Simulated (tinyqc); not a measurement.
Band folding and unfolding in a supercell of a chain: sweeps and comparisons. A value that a table varies takes the place of the one given here.

A chain with hopping -t and n = 4 sites a supercell. H(K) has v_j on the diagonal, -t between neighbours and -t exp(2 pi i K) on the bond that closes the cell (from the last site to the first of the next cell). The point K holds the n wave vectors k_m = (K + m)/n of the primitive zone, in 2 pi/a, m = 0 to n - 1, with E0 = -2t cos(2 pi k_m). The unfolding weight of a state c on k_m is |sum_j c_j exp(-2 pi i k_m j)|^2/n, j = 0 to n - 1.

Inputs chosen for the exercise: t = 1.66 eV (hopping); v = (1.53, 0, 0, 0) eV (site energies in the supercell); Kq = 0.14 2 pi/(n a) (wave vector in the small zone).

## Minigaps against first-order theory

Gap i lies between minibands i and i + 1, at K = 1/2 for odd i and K = 0 for even i, where k = +/- i/(2n) are degenerate; first order gives 2|V_i|, the Fourier component V_q = (1/n) sum_j v_j exp(-2 pi i q j/n) for q equal to the number of the gap. Computed for the potential at full and at half strength.

Gaps (eV):
```
i  E0 at the crossing  2|V_i|     gap  gap at half strength
1             -2.3476  0.7650  0.6435                0.3515
2              0.0000  0.7650  0.7265                0.3775
3              2.3476  0.7650  0.8865                0.4135
```

What can be read from the table?

Halving the potential about halves gaps 2 and 3, the scaling of first order; where the ratio is further from 2, higher orders count. The largest miss of first order is 121 meV, at i = 1 and 3; the potential spans 0.92 t.

## From folded lines to real minibands

The potential is scaled by x. For the lowest level at K: energy, second-order estimate E0(k_0) + x V_0 - x^2 sum_m |V_m|^2/(E0(k_m) - E0(k_0)), weight on k_0, and width of the lowest miniband between K = 0 and 1/2.

Lowest level:
```
x      E (eV)  second order (eV)  weight on k_0  miniband width (eV)
0.00  -3.2400            -3.2400          1.000               0.9724
0.25  -3.1514            -3.1518          0.998               0.8834
0.50  -3.0755            -3.0782          0.993               0.8062
1.00  -2.9540            -2.9752          0.976               0.6811
1.50  -2.8631            -2.9310          0.956               0.5855
2.00  -2.7937            -2.9456          0.936               0.5113
3.00  -2.6964            -3.1513          0.901               0.4051
4.00  -2.6325            -3.5923          0.873               0.3339
```

How do the results move?

Second order is -21.2 meV off at x = 1 and -455 meV at x = 3. The weight on the parent k falls to 0.98 at x = 1 and 0.87 at x = 4, and the miniband narrows from 0.972 to 0.334 eV as the state gathers on the low sites. While the weight stays near one the primitive band is still the right picture and the folded copies carry little spectral weight.

## What each change does

The two lowest levels at K and the weight of the lowest on k_0. Each row changes one parameter from the base and keeps the others.

Results:
```
case                     level 1 (eV)  level 2 (eV)  weight
base                          -2.9540       -0.4299  0.9760
t = 1.826 eV                  -3.2709       -0.4945  0.9794
v = (-1.53, 0, 0, 0) eV       -3.7611       -1.1528  0.9538
Kq = 0.43 2 pi/(n a)          -2.4222       -1.6026  0.8064
```

What does this show?

The largest shifts from the base row, up to three for each result and ties (the steps differ in size, so this ranks the rows, not the parameters). level 1 (eV): v -0.8070, Kq +0.5318, t -0.3168. level 2 (eV): Kq -1.1727, v -0.7230, t -0.0646. weight: Kq -0.1696, v -0.0222, t +0.0034.

tinyqc: `OMP_NUM_THREADS=1 python tinyqc.py 1452028 1452029 out.jsonl`; about 0.01 s, one thread, shared Intel(R) Xeon(R) Processor @ 2.30GHz.
